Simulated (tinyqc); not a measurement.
From results back to parameters: Koster-Slater impurity in an sp3s* host.

Problem. In the Koster-Slater model a defect shifts the s level of its site by Vs and the p levels by Vp; an A1 level solves 1/Vs = G_s(E) and a T2 level 1/Vp = G_p(E), E from the top of the valence band. A defect has an A1 level at E = 2.1012 eV, one of the energies of the table, and a T2 level at 0.3002 eV.

G(E) of the host (1/eV):

| E (eV) | G_s | G_p |
|---|---|---|
| 0.0000 | 0.0448595 | 0.2916753 |
| 0.3002 | 0.0354014 | 0.1975764 |
| 0.6004 | 0.0248007 | 0.1502327 |
| 0.9005 | 0.0121202 | 0.1154562 |
| 1.2007 | -0.0041855 | 0.0862503 |
| 1.5009 | -0.0272181 | 0.0589958 |
| 1.8011 | -0.0647316 | 0.0303013 |
| 2.1012 | -0.1452864 | -0.0060885 |
| 2.4014 | -0.8141587 | -0.0955223 |

Find: Vs, Vp.

Solution. Read G_s and G_p at the two energies and invert them. Vs is attractive and pulls its level down from the conduction bands. Vp is repulsive and pushes its level up from the valence bands.

Vs, Vp (eV): -6.9  5.1

Computed by tinyqc, a small Python program: `OMP_NUM_THREADS=1 python tinyqc.py 1480639 1480640 out.jsonl` (the numbers bound the seed that draws the inputs); one thread of a shared host (Intel(R) Xeon(R) Processor @ 2.30GHz), about 0.05 s for the whole set of steps.
